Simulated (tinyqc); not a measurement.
## Disorder broadening of a one-dimensional band in the self-consistent Born approximation: effect of the mixing

The local Green function is G = g0(z - Sigma) with z = E + i eta and g0(z) = 1/(sqrt(z - 2t) sqrt(z + 2t)), principal roots; the self-energy is Sigma = D G. The density of states is -Im G/pi.

G = g0(z - Sigma), Sigma(out) = D G, Sigma(new) = Sigma + mix (Sigma(out) - Sigma). Iterations from Sigma = 0 until |Sigma(out) - Sigma| < 1e-10 eV, at most 500. The factor is |1 - mix + mix L|, L = d Sigma(out)/d Sigma at the solution.

Inputs (values chosen for the exercise):

| symbol | value | unit | meaning |
|---|---|---|---|
| t | 1 | eV | hopping |
| D | 0.16 | eV^2 | variance of the random site energy |
| eta | 0.01 | eV | bare broadening |
| E | -0.319 | eV | energy from the band centre |

Effect of the mixing:
```
mix,iterations,factor
0.1,196,0.8998
0.2,93,0.7996
0.3,59,0.6994
0.5,31,0.4990
0.7,18,0.2986
0.85,12,0.1484
1,6,0.006860
```

What does the comparison show?

L = -0.00203-0.007i. The fewest iterations, 6, come at mix = 1; the smallest factor, 0.00686, is at mix = 1. As a function of mix the factor has its minimum at Re(1 - L)/|1 - L|^2 = 0.998, so the damped rows are slower.

Range of the model: The self-consistent Born approximation misses band tails from rare fluctuations and localisation.

tinyqc, about 0.02 s, one thread, Intel Xeon 2.30GHz (shared host): `OMP_NUM_THREADS=1 python tinyqc.py 2720130 2720131 out.jsonl`
